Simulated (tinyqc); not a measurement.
What moves the moment: Stoner model of a band ferromagnet.

Density of states per atom and spin: semi-elliptic, D(e) = (8 M/(pi W^2)) sqrt(W^2/4 - e^2). Levels e -/+ I m/2 for up and down spin, m = n_up - n_down, n_up + n_down = nd. At zero temperature e(N) is the energy below which N states lie, and E(m) = sum over spins of integral e D de - I m^2/4.

Inputs chosen for the exercise:

| symbol | value | unit | meaning |
|---|---|---|---|
| W | 6.4 | eV | band width, e from -W/2 to W/2 |
| M | 5 |  | states per atom and spin |
| nd | 9.4 |  | electrons per atom |
| I | 1.3 | eV | Stoner parameter |

Lowest state for each case.

Results for these values:

| case | I D(EF) | m (muB) | E - E(0) (meV) |
|---|---|---|---|
| base | 0.810 | 0.000 | 0.0 |

What happens to each result for nd = 9.1, all else kept?

Answer: I D(EF) rises from 0.810 to 0.912; m does not change at the printed digits; E - E(0) does not change at the printed digits.

The same for each parameter in turn:

| case | I D(EF) | m (muB) | E - E(0) (meV) |
|---|---|---|---|
| base | 0.810 | 0.000 | 0.0 |
| W = 5.888 eV | 0.880 | 0.000 | 0.0 |
| I = 1.404 eV | 0.875 | 0.000 | 0.0 |
| nd = 9.1 | 0.912 | 0.000 | 0.0 |

Program tinyqc; command `OMP_NUM_THREADS=1 python tinyqc.py 1681749 1681750 out.jsonl`; about 0.2 s on one thread of a shared Intel(R) Xeon(R) Processor @ 2.30GHz.
